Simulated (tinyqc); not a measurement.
# Hexagonal on-chip spiral inductor, lumped pi model: effect of the metal thickness

Outer diameter do = di + 2 n wd + 2 (n - 1) sp, mean da = (do + di)/2, fill p = (do - di)/(do + di), length l = 3.464 n da. L = 2.33 mu0 n^2 da/(1 + 3.82 p), mu0 = 4 pi 1e-7 H/m. Rs = rho l/(wd delta (1 - exp(-th/delta))), delta = sqrt(rho/(pi f mu0)). Cs = n wd^2 eps0 eo/hu across the coil. At each end Cox = l wd eps0 eo/(2 ho) leads to the substrate branch Rsi = 2 rs he/(l wd) in parallel with Csi = l wd eps0 11.7/(2 he). With one end grounded Y = 1/(Rs + i w L) + i w Cs + 1/[1/(i w Cox) + 1/(1/Rsi + i w Csi)], w = 2 pi f; Q = -Im Y/Re Y. Eddy currents in neighbouring turns and in the substrate are left out.

Peak Q and its frequency from a search over f; self-resonance where Im Y = 0; Q at the given f (negative beyond resonance).

Parameters, values chosen for the exercise; values of the order met in silicon radio-frequency processes:
```
symbol,value,unit,meaning
n,4.5,,number of turns
wd,4,um,line width
sp,2,um,space between turns
di,140,um,inner diameter
rho,2.2,uohm cm,metal resistivity
ho,8.3,um,oxide below the coil
hu,1.1,um,oxide between coil and underpass
eo,3.9,,relative permittivity of the oxide
rs,10,ohm cm,substrate resistivity
he,30,um,effective spreading depth in the substrate
f,8,GHz,frequency
```

Constants: eps0 = 8.8541878128e-12 F/m. Results are converted to the units shown.

The same in every row: L (nH) = 6.197; do (um) = 190.0.

Effect of the metal thickness:
```
th (um),peak Q,f of the peak (GHz),self-resonance (GHz),Q at f
0.5,4.051,5.421,17.30,3.430
0.9,5.707,4.710,17.32,4.212
1.5,7.243,4.192,17.33,4.687
2,8.039,3.944,17.33,4.856
3,8.935,3.653,17.33,4.988
4,9.353,3.494,17.33,5.026
6,9.645,3.352,17.33,5.040
9,9.719,3.298,17.33,5.041
```

What does the table show?

As th goes from 0.5 to 9, L stays at 6.20 nH, the peak Q rises from 4.05 to 9.72, its frequency falls from 5.42 to 3.30 GHz and the self-resonance stays near 17.3 GHz. Once th exceeds a few skin depths Rs no longer falls.

Computed by the program tinyqc: `OMP_NUM_THREADS=1 python tinyqc.py 2302156 2302157 out.jsonl`, one thread of a shared Intel Xeon 2.30GHz, about 0.01 s for the whole run.
